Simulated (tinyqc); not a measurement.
CCD on RHF in the sto-3g basis, for H3+, spin multiplicity 1, step by step. One step of it, computed by the program tinyqc.

Task: Integrals over molecular orbitals. (pq|rs) = sum C_ip C_jq C_kr C_ls (ij|kl), one index at a time.

coefficients C, order 1H 1s, 2H 1s, 3H 1s:
```
[[0.488606, -0.096482, 1.150564],
 [0.401063, -0.758013, -0.796827],
 [0.373916, 0.922323, -0.535002]]
```

core Hamiltonian H = T + V (hartree), order 1H 1s, 2H 1s, 3H 1s:
```
[[-1.477232, -0.942016, -0.839017],
 [-0.942016, -1.375075, -0.571453],
 [-0.839017, -0.571453, -1.333299]]
```

Two-electron integrals (ij|kl) in chemists' order, unique and non-zero (hartree):
```
(11|11) 0.774606   (21|11) 0.322916   (21|21) 0.170264   (22|11) 0.487590
(22|21) 0.322916   (22|22) 0.774606   (31|11) 0.279659   (31|21) 0.125814
(31|22) 0.203336   (31|31) 0.132208   (32|11) 0.158122   (32|21) 0.086743
(32|22) 0.170253   (32|31) 0.077815   (32|32) 0.054763   (33|11) 0.456918
(33|21) 0.219422   (33|22) 0.373397   (33|31) 0.279659   (33|32) 0.170253
(33|33) 0.774606
```

Give: one-electron integrals over orbitals h = C^T H C; Two-electron integrals over orbitals.

Result:

one-electron integrals over orbitals h = C^T H C (hartree):
```
[[-1.607, 0.016, -0.041],
 [0.016, -1.127, -0.005],
 [-0.041, -0.005, -0.937]]
```

Two-electron integrals over orbitals (pq|rs), unique and non-zero (hartree):
```
(11|11) 0.566      (21|11) -0.016     (21|21) 0.143      (22|11) 0.521
(22|21) 0.039      (22|22) 0.605      (31|11) 0.041      (31|21) 2.10e-03
(31|22) -0.068     (31|31) 0.144      (32|11) 3.52e-03   (32|21) -0.108
(32|22) -0.019     (32|31) -0.031     (32|32) 0.101      (33|11) 0.569
(33|21) -0.044     (33|22) 0.492      (33|31) 0.090      (33|32) 0.017
(33|33) 0.629
```
